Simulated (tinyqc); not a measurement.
Exchange-split free-electron bands and tunnelling magnetoresistance: sweeps and comparisons. A value that a table varies takes the place of the one given here.

Majority and minority bands E = c k^2/m -/+ Dx/2, c = hbar^2/2m0, so k_up = sqrt(m (EF + Dx/2)/c), k_dn = sqrt(m (EF - Dx/2)/c); n_s = k_s^3/(6 pi^2), D_s = m k_s/(4 pi^2 c).

Barrier: kappa = sqrt(mb phi/c), c = hbar^2/2m0. With a = k1/m, b = k2/m, w = kappa/mb, the transmission at normal incidence is T(k1, k2) = 4 a b w^2/[w^2 (a + b)^2 + (w^2 + a^2)(w^2 + b^2) sinh^2(kappa d)]. Parallel: G_P = T(up, up) + T(dn, dn); antiparallel: G_AP = 2 T(up, dn); TMR = (G_P - G_AP)/G_AP. Julliere: TMR = 2 P^2/(1 - P^2). Slonczewski factor: P_eff = P_k (w^2 - a_up a_dn)/(w^2 + a_up a_dn), P_k = (k_up - k_dn)/(k_up + k_dn).

Constants: hbar^2/2m0 = 3.80998211 eV angstrom^2.

Parameters, chosen for this exercise: EF = 2.28 eV (Fermi energy above the mean band bottom); Dx = 1.35 eV (exchange splitting); m = 1.36 m0 (mass in the electrodes); mb = 0.6 m0 (mass in the barrier); d = 12.3 angstrom (barrier thickness); phi = 0.49 eV (barrier height above EF).

## Barrier height

Results:

| phi (eV) | w (1/angstrom) | P_eff | TMR (%) | G_P |
|---|---|---|---|---|
| 0.20 | 0.296 | -0.0992 | 1.89 | 0.0581 |
| 0.40 | 0.418 | -0.0624 | 0.78 | 0.0136 |
| 0.70 | 0.553 | -0.0238 | 0.12 | 0.00217 |
| 1.0 | 0.661 | 0.0030 | 0.00 | 0.000450 |
| 1.5 | 0.810 | 0.0332 | 0.22 | 4.79e-05 |
| 2.0 | 0.935 | 0.0531 | 0.57 | 6.98e-06 |
| 3.0 | 1.146 | 0.0780 | 1.22 | 2.65e-07 |
| 4.0 | 1.323 | 0.0928 | 1.74 | 1.66e-08 |
| 6.0 | 1.620 | 0.1096 | 2.43 | 1.59e-10 |
| 10 | 2.092 | 0.1249 | 3.17 | 1.03e-13 |

What can be read from the table?

P_eff vanishes where w^2 = a_up a_dn, at phi = 0.96 eV, inside the table; the lowest TMR listed is 0.00 % at 1 eV. TMR is 1.9 % at the lowest barrier and 3.2 % at the highest, against 4.7 % for Julliere with P_k; P_eff tends to +P_k for very high barriers and to -P_k for very low ones. G_P falls by 11.8 decades.

## Barrier thickness

Results:

| d (angstrom) | kappa d | G_P | G_AP | TMR (%) |
|---|---|---|---|---|
| 1 | 0.278 | 1.83 | 1.80 | 2.12 |
| 2 | 0.556 | 1.44 | 1.41 | 1.63 |
| 3 | 0.833 | 1.00 | 0.991 | 1.18 |
| 4 | 1.111 | 0.647 | 0.642 | 0.88 |
| 6 | 1.667 | 0.238 | 0.236 | 0.60 |
| 8 | 2.222 | 0.0812 | 0.0808 | 0.52 |
| 10 | 2.778 | 0.0271 | 0.0269 | 0.50 |
| 13 | 3.611 | 0.00514 | 0.00511 | 0.49 |
| 16 | 4.445 | 0.000971 | 0.000966 | 0.48 |
| 20 | 5.556 | 0.000105 | 0.000105 | 0.48 |

What does this show, and why?

For thick barriers each angstrom costs a factor exp(2 kappa) = 1.74 in both conductances, and TMR settles at 0.48 % (the interface factor, which vanishes at (kappa/mb)^2 = k_up k_dn/m^2, reduces it below the value from the polarisation of k alone); it is within 0.1 point of that from d = 8 angstrom on. At 1 angstrom it is 2.12 %, where the barrier is thin and the mismatch of k_up and k_dn starts to rule, as it does fully for d -> 0.

## Exchange splitting

Dx takes the listed multiples of 2 EF.

Results:

| Dx/(2 EF) | k_up | k_dn | P_k | P_eff | TMR (%) |
|---|---|---|---|---|---|
| 0.10 | 0.9462 | 0.8558 | 0.0501 | -0.0172 | 0.06 |
| 0.20 | 0.9882 | 0.8069 | 0.1010 | -0.0339 | 0.23 |
| 0.35 | 1.0482 | 0.7273 | 0.1807 | -0.0571 | 0.66 |
| 0.50 | 1.1049 | 0.6379 | 0.2679 | -0.0750 | 1.15 |
| 0.65 | 1.1588 | 0.5337 | 0.3693 | -0.0808 | 1.36 |
| 0.80 | 1.2104 | 0.4035 | 0.5000 | -0.0519 | 0.64 |
| 0.90 | 1.2435 | 0.2853 | 0.6268 | 0.0348 | 0.41 |
| 0.97 | 1.2662 | 0.1563 | 0.7803 | 0.2608 | 14.80 |

What does this show?

P_k rises from 0.050 to 0.780, and TMR goes from 0.06 % to 14.8 %, not steadily: its largest value is 14.80 % at 0.97 and its smallest 0.06 % at 0.1; P_eff changes sign along the table. At Dx = 2 EF the minority band is empty (a half metal) and G_AP vanishes.

## What moves the magnetoresistance

All results formed anew. Each row changes one parameter from the base and keeps the others.

Results:

| case | P_k | P_eff | TMR (%) | G_P |
|---|---|---|---|---|
| base | 0.1514 | -0.0491 | 0.49 | 0.00757 |
| Dx = 1.418 eV | 0.1594 | -0.0514 | 0.53 | 0.00757 |
| EF = 2.508 eV | 0.1371 | -0.0507 | 0.52 | 0.00734 |
| phi = 0.637 eV | 0.1514 | -0.0307 | 0.19 | 0.00310 |
| mb = 0.48 m0 | 0.1514 | -0.0335 | 0.24 | 0.0165 |
| d = 14.3 angstrom | 0.1514 | -0.0491 | 0.49 | 0.00250 |
| m = 1.632 m0 | 0.1514 | -0.0364 | 0.27 | 0.00795 |

How do the results move?

The largest shifts from the base row, up to three for each result and ties (the steps differ in size, so this ranks the rows, not the parameters). P_k: EF -0.0143, Dx +0.0080; unchanged at the printed digits by phi, mb, d and m. P_eff: phi +0.0185, mb +0.0156, m +0.0127; unchanged at the printed digits by d. TMR (%): phi -0.30, mb -0.25, m -0.22; unchanged at the printed digits by d. G_P: mb +0.00889, d -0.00508, phi -0.00447; unchanged at the printed digits by Dx.

Computed by tinyqc, a small Python program: `OMP_NUM_THREADS=1 python tinyqc.py 1651905 1651906 out.jsonl` (the numbers bound the seed that draws the inputs); one thread of a shared host (Intel(R) Xeon(R) Processor @ 2.30GHz), about 0.01 s for the whole set of steps.
